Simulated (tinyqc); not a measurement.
# Worked calculation: superjunction drift layer against a plain one, charge balance

tinyqc, about 0.01 s, one thread, Intel Xeon 2.30GHz (shared host): `OMP_NUM_THREADS=1 python tinyqc.py 2590126 2590127 out.jsonl` Printed values are rounded.

Alternating n and p pillars of equal width wp, doping N and length Lp. When depleted, the lateral field peaks at Ex = q N wp/(2 eps0 eps_r) at the pillar junctions and a uniform vertical field Ey is added; breakdown is taken where Ex^2 + Ey^2 = Ef^2. Only the n pillars conduct, narrowed by the zero-bias depletion. A first-order model: the field peaks at the pillar ends are left out.

Parameters, values chosen for the exercise; values close to those of gallium nitride:
- eps_r = 9.87 (relative permittivity of the semiconductor)
- E16 = 3.04 MV/cm (critical field at a doping of 1e16 cm^-3)
- mx = 1130 cm^2/(V s) (mobility at low doping)
- mi = 58 cm^2/(V s) (mobility at high doping)
- Nr = 2e17 cm^-3 (reference doping of the mobility)
- BV = 1900 V (wanted breakdown voltage)
- wp = 1.5 um (width of each pillar)
- Ef = 2.7 MV/cm (critical field inside the pillars)
- a = 0.62 (lateral peak field as a share of Ef)
- Vb = 2.8 V (built-in voltage of the pillar junctions)
- dl = -3.2 % (charge imbalance (Nn - Np)/N)

Constants: q = 1.602176634e-19 C, eps0 = 8.8541878128e-14 F/cm where lengths are in cm. Results are converted to the units shown.

## Iteration 1: doping of the plain drift layer

N at the start = 1e15 cm^-3

Ec(N) = E16 (N/1e16 cm^-3)^(1/8); N(new) = eps0 eps_r Ec(N)^2/(2 q BV).

Ec = 2.27968 MV/cm
N after iteration 1 = 7.45966e15 cm^-3

## Iteration 2: doping of the plain drift layer

As before.

Ec = 2.93065 MV/cm
N after iteration 2 = 1.23282e16 cm^-3

## Course of the iteration: doping of the plain drift layer

Stop when N changes by less than 1e8 cm^-3, or after 40 iterations.

Course of the iteration:
```
iteration   N (cm^-3)  |change| (cm^-3)
1          7.45966e15           6.46e15
2          1.23282e16           4.87e15
3          1.39780e16           1.65e15
4          1.44238e16           4.46e14
5          1.45375e16           1.14e14
6          1.45660e16           2.86e13
7          1.45732e16           7.15e12
8          1.45750e16           1.79e12
9          1.45754e16           4.47e11
10         1.45755e16           1.12e11
11         1.45756e16           2.79e10
12         1.45756e16            6.98e9
13         1.45756e16            1.75e9
14         1.45756e16            4.36e8
15         1.45756e16            1.09e8
16         1.45756e16            2.73e7
```

Converged in 16 iterations. At the end each change is about 0.25 times the one before: linear convergence.

## Thickness and resistance of the plain layer

N of the plain layer = 1.45756e16 cm^-3

Ec(N) = E16 (N/1e16 cm^-3)^(1/8), mu(N) = mi + (mx - mi)/(1 + (N/Nr)^0.9). W = 2 BV/Ec, Rsp = W/(q mu N).

mu = 1037.27 cm^2/(V s)
W = 11.9250 um
Rsp = 0.492301 mohm cm^2

## Design of the pillars

Ex = a Ef gives N = 2 eps0 eps_r a Ef/(q wp); Ey = Ef sqrt(1 - a^2); Lp = BV/Ey; xd = sqrt(eps0 eps_r Vb/(q N)) on each side; Rsp = 2 Lp/(q mu(N) N (1 - 2 xd/wp)). mu(N) = mi + (mx - mi)/(1 + (N/Nr)^0.9).

N = 1.21745e17 cm^-3
Ey = 2.11842 MV/cm
Lp = 8.96893 um
xd = 0.112004 um
Rsp = 0.151883 mohm cm^2

The pillars have an aspect ratio of 5.98. Their doping is 8.35 times, and their Rsp 0.309 times, that of the plain layer.

## Loss of breakdown voltage by imbalance

An imbalance dl leaves the mean net doping |dl| N/2, which tilts the vertical field by s = q |dl| N/(2 eps0 eps_r): BV(dl) = Ey Lp - s Lp^2/2, or Ey^2/(2 s) if the field reaches zero inside the pillar.

tilt s = 35.7120 kV/(cm um)
BV(dl) = 1756.36 V
loss = 7.55982 %
